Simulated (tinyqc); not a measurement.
Inside a calculation. Method: Pariser-Parr-Pople SCF with singles CI, for the molecule [CH2+]c1ccccn1 (SMILES; centres numbered as the heavy atoms are written). One step of it, computed by the program tinyqc.

Task: Iteration 1: orbitals and new P. Diagonalise F (the basis is taken as orthonormal) and form P = 2 sum c c over the lowest orbitals.

F (eV), order 1C, 2C, 3C, 4C, 5C, 6C, 7N:
$$\begin{pmatrix}
-10.275516 & -4.068373 & -0.560692 & 0.152720 & 0.379501 & 0.178121 & -0.543326 \\
-4.068373 & -10.693310 & -3.785230 & 0.000000 & 0.403891 & 0.000000 & -3.960580 \\
-0.560692 & -3.785230 & -9.721647 & -4.271995 & -0.280346 & 0.518782 & 0.271712 \\
0.152720 & 0.000000 & -4.271995 & -9.280974 & -4.097779 & 0.000000 & 0.520473 \\
0.379501 & 0.403891 & -0.280346 & -4.097779 & -8.996789 & -4.068608 & -0.271663 \\
0.178121 & 0.000000 & 0.518782 & 0.000000 & -4.068608 & -9.266116 & -4.452966 \\
-0.543326 & -3.960580 & 0.271712 & 0.520473 & -0.271663 & -4.452966 & -12.181076
\end{pmatrix}$$

pi electrons, sum of z_r less the charge = 6

Give: orbital energies; P after iteration 1.

Result:

orbital energies (eV): [-18.8145, -15.2699, -15.1616, -9.1835, -5.3221, -4.6213, -2.0426]

P after iteration 1, order 1C, 2C, 3C, 4C, 5C, 6C, 7N:
$$\begin{pmatrix}
0.5168 & 0.6786 & 0.3159 & -0.0942 & -0.3206 & -0.2126 & 0.2224 \\
0.6786 & 0.9728 & 0.5006 & 0.0248 & -0.2143 & -0.0632 & 0.4875 \\
0.3159 & 0.5006 & 0.8367 & 0.6945 & 0.2170 & -0.2200 & -0.2126 \\
-0.0942 & 0.0248 & 0.6945 & 0.9288 & 0.6447 & 0.0896 & -0.2821 \\
-0.3206 & -0.2143 & 0.2170 & 0.6447 & 0.7902 & 0.5649 & 0.1597 \\
-0.2126 & -0.0632 & -0.2200 & 0.0896 & 0.5649 & 0.8381 & 0.7410 \\
0.2224 & 0.4875 & -0.2126 & -0.2821 & 0.1597 & 0.7410 & 1.1166
\end{pmatrix}$$
